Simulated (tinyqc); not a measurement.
Temperatures in a stack of 4 dies with leakage feedback: one step of the calculation.

One-dimensional heat flow to a sink below die 0. The power of each die is released in a plane at its top; from the plane of die j > 0 heat crosses its silicon (ts), a bond layer and the wiring of die j - 1; from die 0 it crosses t0, paste and sink. Copper shares the path through bond and wiring in parallel: k_eff = fm km + (1 - fm) k. Silicon is taken at the temperature of the plane above it. Leakage is P_l exp((T - 350 K)/Tl).

Question. Resistances per area at 300 K. R = thickness/conductivity for each layer.

Values chosen for this exercise; conductivities of the order met in silicon, wiring layers, bonds and pastes: conductivity of silicon at 300 K k0 = 137 W/(m K); thickness of a thinned die ts = 100 um; thickness of the die next to the sink t0 = 775 um; thickness of the wiring layers tb = 9 um; conductivity of the wiring layers kb = 3.7 W/(m K); thickness of a bond layer tg = 1 um; conductivity of the bond dielectric kg = 0.6 W/(m K); area share of copper through bond and wiring fm = 0.03; conductivity of copper km = 390 W/(m K); paste and lid Rt = 0.23 K cm^2/W; heat sink Rs = 0.18 K cm^2/W.

Give: thick die; thinned die; k_eff of the bond; k_eff of the wiring; bond plus wiring; paste plus sink.

Answer.

thick die = 0.05657 K cm^2/W
thinned die = 0.007299 K cm^2/W
k_eff of the bond = 12.28 W/(m K)
k_eff of the wiring = 15.29 W/(m K)
bond plus wiring = 0.006701 K cm^2/W
paste plus sink = 0.4100 K cm^2/W

Program tinyqc, `OMP_NUM_THREADS=1 python tinyqc.py 2162016 2162017 out.jsonl`; Intel Xeon 2.30GHz, shared host, one thread, about 0.03 s.
